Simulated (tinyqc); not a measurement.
# Thin-film transistor with exponential tail and deep states, accumulation layer: several studies

An undoped film in accumulation, thicker than the space-charge layer. With band bending psi the Fermi level lies E0 - psi below the band edge. Free electrons n = n0 exp(psi/Vt) carry the current; electrons in two exponential distributions of traps, a = a0 exp(psi/Va) and d = d0 exp(psi/Vp), do not. Linear regime, ohmic contacts, traps in equilibrium.

Inputs (values chosen for the exercise); values close to those of an organic semiconductor:
```
symbol   value        unit                                        meaning
T          250           K                                    temperature
eps_r      3.2                 relative permittivity of the semiconductor
Nc      8.2e19       cm^-3                     density of extended states
mb         3.1  cm^2/(V s)                                  band mobility
Nt      1.1e20       cm^-3                   total density of tail states
Tt         390           K         characteristic temperature of the tail
Nd      2.6e17       cm^-3                   total density of deep states
Td        1250           K  characteristic temperature of the deep states
E0        0.42          eV           bulk Fermi level below the band edge
Ci         100     nF/cm^2                               gate capacitance
WL          20                                                  ratio W/L
Vd         0.1           V                                  drain voltage
Vg         1.9           V                   gate voltage above flat band
```

Constants: q = 1.602176634e-19 C, kB = 1.380649e-23 J/K, Vt = kB T/q, eps0 = 8.8541878128e-14 F/cm where lengths are in cm. Results are converted to the units shown.

Each table varies one quantity; the others keep the values above.

## Effect of the total density of tail states

Va = kB Tt/q, Vp = kB Td/q; n0 = Nc exp(-E0/Vt), a0 = Nt th(T/Tt) exp(-E0/Va), d0 = Nd th(T/Td) exp(-E0/Vp), th(x) = pi x/sin(pi x). G(psi) = sum over the three kinds of c0 [V (exp(psi/V) - 1) - psi], field F = sqrt(2 q G/(eps0 eps_r)); Vg = psi + eps0 eps_r F/Ci at the surface. Total charge Q = Ci (Vg - psi_s); free charge Qf = q times the integral of n0 (exp(psi/Vt) - 1)/F over psi from 0 to psi_s; I = (W/L) mb Qf Vd; effective mobility mb Qf/Q.

Effect of the total density of tail states:

| Nt (cm^-3) | E0 - psi_s (eV) | Q (nC/cm^2) | free share (%) | effective mobility (cm^2/(V s)) | I (nA) |
|---|---|---|---|---|---|
| 3.7e18 | 0.04946 | 152.9 | 55.69 | 1.726 | 528.0 |
| 8.5e18 | 0.05668 | 153.7 | 37.96 | 1.177 | 361.6 |
| 1.9e19 | 0.06936 | 154.9 | 20.00 | 0.6199 | 192.1 |
| 4.5e19 | 0.08972 | 157.0 | 7.412 | 0.2298 | 72.13 |
| 1e20 | 0.1127 | 159.3 | 2.468 | 0.07651 | 24.37 |
| 2.4e20 | 0.1398 | 162.0 | 0.6806 | 0.02110 | 6.835 |
| 5.5e20 | 0.1660 | 164.6 | 0.1957 | 0.006067 | 1.997 |

Read the table: what changes, and by how much?

As Nt goes from 3.7e18 to 5.5e20 cm^-3, the free share falls from 55.7 to 0.196 %, the distance of the Fermi level from the edge rises from 0.0495 to 0.166 eV and the current falls from 528 to 2.00 nA. Q varies by only 7.4 %: the gate sets the charge, the traps decide how much of it moves. For Nt = 3.7e18 to 4.5e19 cm^-3 the th form, which assumes a Fermi level far below the edge, overcounts the filled tail at the surface by more than 15 %.

## Effect of the total density of deep states

Same model as above.

Effect of the total density of deep states:

| Nd (cm^-3) | E0 - psi_s (eV) | Q (nC/cm^2) | free share (%) | effective mobility (cm^2/(V s)) | I (nA) |
|---|---|---|---|---|---|
| 2.6e16 | 0.1148 | 159.5 | 2.268 | 0.07031 | 22.43 |
| 6.3e16 | 0.1149 | 159.5 | 2.249 | 0.06971 | 22.24 |
| 1.5e17 | 0.1152 | 159.5 | 2.205 | 0.06834 | 21.80 |
| 3.7e17 | 0.1160 | 159.6 | 2.099 | 0.06508 | 20.77 |
| 8.9e17 | 0.1178 | 159.8 | 1.878 | 0.05822 | 18.61 |
| 2.2e18 | 0.1225 | 160.3 | 1.436 | 0.04452 | 14.27 |
| 5.2e18 | 0.1336 | 161.4 | 0.7970 | 0.02471 | 7.974 |

What does the comparison show?

As Nd goes from 2.6e16 to 5.2e18 cm^-3, the free share falls from 2.27 to 0.797 %, the distance of the Fermi level from the edge rises from 0.115 to 0.134 eV and the current falls from 22.4 to 7.97 nA. Q varies by only 1.2 %: the gate sets the charge, the traps decide how much of it moves.

## Effect of the gate capacitance

Same model as above.

Effect of the gate capacitance:

| Ci (nF/cm^2) | E0 - psi_s (eV) | Q (nC/cm^2) | free share (%) | effective mobility (cm^2/(V s)) | I (nA) |
|---|---|---|---|---|---|
| 20 | 0.2229 | 34.06 | 0.3166 | 0.009814 | 0.6685 |
| 31 | 0.1929 | 51.86 | 0.5518 | 0.01710 | 1.774 |
| 49 | 0.1622 | 80.47 | 0.9587 | 0.02972 | 4.783 |
| 77 | 0.1325 | 124.2 | 1.611 | 0.04994 | 12.40 |
| 120 | 0.1039 | 190.1 | 2.620 | 0.08122 | 30.88 |
| 190 | 0.07466 | 295.4 | 4.239 | 0.1314 | 77.64 |
| 300 | 0.04618 | 457.9 | 6.674 | 0.2069 | 189.5 |

What does the comparison show?

As Ci goes from 20 to 300 nF/cm^2, the free share rises from 0.317 to 6.67 %, the distance of the Fermi level from the edge falls from 0.223 to 0.0462 eV and the current rises from 0.668 to 189 nA. For Ci = 120 to 300 nF/cm^2 the th form, which assumes a Fermi level far below the edge, overcounts the filled tail at the surface by more than 15 %.

Computed by the program tinyqc: `OMP_NUM_THREADS=1 python tinyqc.py 2610136 2610137 out.jsonl`, one thread of a shared Intel Xeon 2.30GHz, about 0.02 s for the whole run.
